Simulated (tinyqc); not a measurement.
Temperature and isotope dependence of a band gap in oscillator models, step by step. Values are carried at full precision from step to step, so a last printed digit may differ when a step is redone from the rounded ones.

E(T) = E0 - sum_i sl_i th_i n_i(T), n = 1/(exp(th/T) - 1). The same coupling lowers the gap at 0 K by the zero-point term ZP = sum_i sl_i th_i/2, so the gap of the static lattice is E0 + ZP. Thermal expansion is taken as part of the slopes.

Values chosen for the exercise (near those of diamond; not measured data): E0 = 5.442 eV (gap at 0 K); th = (542, 1765) K (temperatures of two oscillators); sl = (0.2328, 0.3642) meV/K (their high-temperature slopes); T = 600 K (temperature); M = 12 u (mean atomic mass); dM = -1.18 u (change of the mean mass (not bounded by the natural isotopes)); T12 = (1150, 2250) K (temperatures of the fits).

## The gap at T

Give the occupations, the two terms, the gap, ZP and the static gap.

n_i: 0.68128  0.05572

terms (meV): 85.963  35.816

E(T) = 5.3202 eV
ZP = 384.50 meV
static gap = 5.8265 eV

The thermal fall, 121.8 meV, is smaller than the zero-point term, 384.5 meV; the soft oscillator supplies 71 % of the fall but 16 % of ZP. A calculation with clamped ions should be compared with the static gap.

## Slope and asymptote

dE/dT = -sum sl_i (th_i/T)^2 n_i (1 + n_i). At high T, n -> T/th - 1/2, so E -> E0 + ZP - (sum sl_i) T. Give the slope, its ratio to the limit, and the value at 0 K of the tangent drawn at T.

dE/dT = -0.4030 meV/K
ratio to the limiting slope = 0.6750
intercept of the tangent = 5.5620 eV
intercept - E0 = 120.01 meV

The tangent recovers 31 % of ZP: the extrapolation works only from T well above the higher oscillator (1765 K).

## Isotope effect

With M -> M + dM the oscillator temperatures scale as M^(-1/2) and the slopes stay. Give th, ZP, E0 (static gap fixed) and E(T) for the new mass, and the linear rule dE0 = ZP dM/(2 M).

th (K): 570.79  1858.75

ZP = 404.919 meV
shift of E0 = -20.424 meV
linear rule = -18.904 meV
shift of E(T) = -14.268 meV

The lighter crystal has the narrower gap. At 600 K 70 % of the shift at 0 K is left; it fades at high T, where the motion is classical and the mean-square amplitude no longer depends on mass.

## Two common fits

Two-parameter forms are made to pass through the falls at the two temperatures T12: Varshni aV T^2/(T + bV), from the line T^2/fall = (T + bV)/aV; one oscillator s1 t1/(exp(t1/T) - 1), with t1 from the ratio of the falls.

Give the falls and the parameters.

falls (meV): 386.1502  1002.8813

aV = 0.6777 meV/K
bV = 1171 K
t1 = 1181.4 K
s1 = 0.5862 meV/K
ZP of the one-oscillator fit = 346.3 meV

The limiting slope of the model is 0.5970 meV/K; Varshni puts it +14 % off and one oscillator -2 %. The ZP of the fit differs from the true one by -38.2 meV.

## Checks

- Slope by finite differences against the formula (meV/K): both 0.40298.
- Fall at 20 times the higher oscillator temperature against the asymptote (meV): 20692 against 20690.

tinyqc: `OMP_NUM_THREADS=1 python tinyqc.py 1880387 1880388 out.jsonl`; about 0.01 s, one thread, shared Intel(R) Xeon(R) Processor @ 2.30GHz.
